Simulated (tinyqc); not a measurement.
# CMOS inverter, nodal equation and switching, step by step

Program tinyqc, `OMP_NUM_THREADS=1 python tinyqc.py 2340165 2340166 out.jsonl`; Intel Xeon 2.30GHz, shared host, one thread, about 0.05 s. Printed values are rounded.

An n-channel pull-down (bn, VTn) and a p-channel pull-up (bp, VTp) share the input Vin and the output node Vout, which carries the load C. Transistor (EKV form, voltages against the body): I = 2 n b Vt^2 [F(vp - Vs) - F(vp - Vd)] from drain to source, F(v) = ln^2(1 + exp(v/(2 Vt))), vp = (Vg - VT + sg |Vd - Vs|)/n. n-channel bodies are at 0; for the p-channel device all voltages are counted down from Vdd. b in uA/V^2 gives I in uA. Static: In = Ip. Transient: C dVout/dt = Ip - In. No velocity saturation, no gate capacitance beyond C.

Parameters, values chosen for the exercise:

| symbol | value | unit | meaning |
|---|---|---|---|
| T | 300 | K | temperature |
| Vdd | 1 | V | supply voltage |
| n | 1.41 |  | slope factor |
| sg | 0.03 |  | drain-induced barrier lowering |
| VTn | 0.39 | V | n-channel threshold |
| VTp | 0.43 | V | p-channel threshold (magnitude) |
| bn | 170 | uA/V^2 | gain factor of the pull-down transistor |
| bp | 140 | uA/V^2 | gain factor of the pull-up transistor |
| C | 3 | fF | load capacitance |
| Vin | 0.63 | V | input voltage |
| dt | 20 | ps | time step |

Constants: q = 1.602176634e-19 C, kB = 1.380649e-23 J/K, Vt = kB T/q. Results are converted to the units shown.

## Iteration 1: output voltage by Newton steps

Vout at the start = 0.5 V

f = In - Ip at (Vin, Vout); G = df/dVout by a central difference with +/- 1e-6 V; Vout(new) = Vout - f/G.

In = 3.98706 uA
Ip = 0.0491062 uA
G = 0.935757 uS
Vout after iteration 1 = -3.70830 V

This step lands outside the rails.

## Iteration 2: output voltage by Newton steps

As before.

In = -1869.52 uA
Ip = 0.515845 uA
G = 967.741 uS
Vout after iteration 2 = -1.77593 V

The value that enters this step is an overshoot, farther from the solution than the start was, so its intermediate quantities are not physical.

## Course of the iteration: output voltage by Newton steps

Stop when Vout changes by less than 1e-9 V, or after 30 iterations.

Course of the iteration:
```
iteration     Vout (V)  |change| (V)
1             -3.70830          4.21
2             -1.77593          1.93
3            -0.813134         0.963
4            -0.338539         0.475
5            -0.114202         0.224
6           -0.0231214        0.0911
7          -2.97992e-5        0.0231
8           0.00171252       1.74e-3
9           0.00172179       9.26e-6
10          0.00172179      2.61e-10
```

Converged in 10 iterations. At the end the number of correct digits about doubles with each step. On the way 6 iterate(s) lie more than 5 mV outside the rails, the first at -3.71 V, before the steps return.

## Transfer curve

Vin, point 0 to 10 (V): 0  0.1  0.2  0.3  0.4  0.5  0.6  0.7  0.8  0.9  1

For each Vin solve In = Ip; gain = dVout/dVin.

```
point  Vout (V)  supply current (uA)     gain
0       1.00000            1.6346e-5   0.0000
1       1.00000            2.4878e-4  -0.0001
2       0.99993            0.0035735  -0.0020
3       0.99885             0.042423  -0.0309
4       0.98479              0.32084  -0.3902
5       0.05427              0.65869  -2.0768
6       0.00372              0.12649  -0.0941
7       0.00026             0.013484  -0.0072
8       0.00001            0.0010263  -0.0004
9       0.00000            6.9185e-5   0.0000
10      0.00000            4.5063e-6   0.0000
```

The switching point Vin = Vout lies at 0.4736 V, with a gain of -33.3. The current peaks at 0.659 uA among the points, against 1.6e-5 and 4.5e-6 uA of leakage at the ends.

## Switching point and noise margins

VM solves In = Ip with Vin = Vout. VIL and VIH are the inputs at which the gain is -1; NML = VIL - Vout(VIH), NMH = Vout(VIL) - VIH.

VM = 0.47356 V
gain at VM = -33.333
VIL = 0.42988 V
VIH = 0.51447 V
NML = 0.39631 V
NMH = 0.45147 V

VM lies 26 mV below Vdd/2, and the high margin is the larger one. With both transistors saturated the size of the gain tends to 1/sg = 33.3; here it is within 0.01 % of that.

## Step 1: one time step of the falling output

Vout at t = 0 = 1 V

The input steps to Vdd at t = 0; I = In - Ip. Implicit Euler: V(new) = V - (dt/C) I(V(new)), solved for V(new); 1 ps uA/fF = 1 mV.

I(V) = 24.6931 uA
I(V(new)) = 24.3192 uA
Vout after step 1 = 0.837872 V

## Step 2: one time step of the falling output

As before.

I(V) = 24.3192 uA
I(V(new)) = 23.9538 uA
Vout after step 2 = 0.678180 V

## Delays and energy

For a step input the delay to Vdd/2 is tHL = C times the integral of dV/(In - Ip) from Vdd/2 to Vdd at Vin = Vdd, and tLH likewise with Ip - In from 0 to Vdd/2 at Vin = 0. Energy drawn for one full cycle of the output: C Vdd^2. Leakage power: Vdd times the mean of the supply currents at Vin = 0 and Vdd.

tHL = 62.2076 ps
tLH = 86.0767 ps
energy = 3 fJ
leakage power = 0.0104261 nW

Time steps as above cross Vdd/2 at 62.8 ps by linear interpolation, 0.95 % above tHL. tLH/tHL = 1.38, with bn/bp = 1.21.
